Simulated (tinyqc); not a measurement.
Band filling: full bands against the rectangular model: Slater-Koster d bands of a bcc metal.

Slater-Koster d bands. For a bond with direction cosines (l, m, n) the 5 x 5 block is dds Ps + ddp Pp + ddd (1 - Ps - Pp), the projectors on sigma, pi and delta states about the bond; for instance <xy|xy> = 3 l^2 m^2 dds + (l^2 + m^2 - 4 l^2 m^2) ddp + (n^2 + l^2 m^2) ddd, <xy|yz> = 3 l m^2 n dds + l n (1 - 4 m^2) ddp + l n (m^2 - 1) ddd and <3z2-r2|3z2-r2> = (n^2 - (l^2 + m^2)/2)^2 dds + 3 n^2 (l^2 + m^2) ddp + (3/4)(l^2 + m^2)^2 ddd. H(k) sums the blocks times cos(k.R) over the neighbours; the d level is the zero of energy; k in 2 pi/a.

Neighbours: eight at (a/2)(1,1,1) and equivalents, and six at a(1,0,0) and equivalents with the integrals times f2.

Mesh: k = f1 b1 + f2 b2 + f3 b3 with fractions (j + 1/2)/N, j = 0 to N - 1, and b = (-1,1,1), (1,-1,1), (1,1,-1) for fcc, (0,1,1), (1,0,1), (1,1,0) for bcc, unit vectors for simple cubic. The lowest Nd/10 of all levels are filled with two electrons each; the bond energy is their sum per atom.

Values chosen for the exercise (of the size met in Nb; not measured data): dds = -1.339 eV (dd sigma); ddp = 0.83 eV (dd pi); ddd = -0.228 eV (dd delta); f2 = 0.59 (factor on all three integrals for second neighbours); N = 10 (mesh).

W = sqrt(12 mu2) with mu2 the mean square level on the mesh; rectangular model: Fermi level W (Nd/10 - 1/2), bond energy -W Nd (10 - Nd)/20. The Fermi level of the mesh is the highest filled level.

Per atom (eV):

| Nd | EF, bands | bond energy, bands | EF, rectangle | bond energy, rectangle |
|---|---|---|---|---|
| 1 | -3.382 | -4.045 | -3.562 | -4.007 |
| 3 | -2.149 | -9.761 | -1.781 | -9.350 |
| 4 | -1.017 | -11.403 | -0.890 | -10.685 |
| 5 | 0.778 | -11.249 | 0.000 | -11.131 |
| 6 | 1.408 | -10.108 | 0.890 | -10.685 |
| 7 | 1.832 | -8.480 | 1.781 | -9.350 |
| 8 | 2.345 | -6.428 | 2.671 | -7.124 |
| 9 | 3.104 | -3.747 | 3.562 | -4.007 |

Give the missing row, Nd = 2.

Computed row:
```
Nd  EF, bands  bond energy, bands  EF, rectangle  bond energy, rectangle
2      -2.885              -7.191         -2.671                  -7.124
```

W = 8.904 eV
full width on the mesh = 10.859 eV

The bond energy is deepest at Nd = 4 (-11.403 eV); the rectangle has its minimum at 5. The two differ most at Nd = 7, by 0.870 eV or 8 % of the deepest value: the second moment fixes the parabola, and higher moments the rest. At Nd = 3 and 7 the bands give -9.761 and -8.480 eV, a skew towards less than half filling.

Program tinyqc; command `OMP_NUM_THREADS=1 python tinyqc.py 1480637 1480638 out.jsonl`; about 0.03 s on one thread of a shared Intel(R) Xeon(R) Processor @ 2.30GHz.
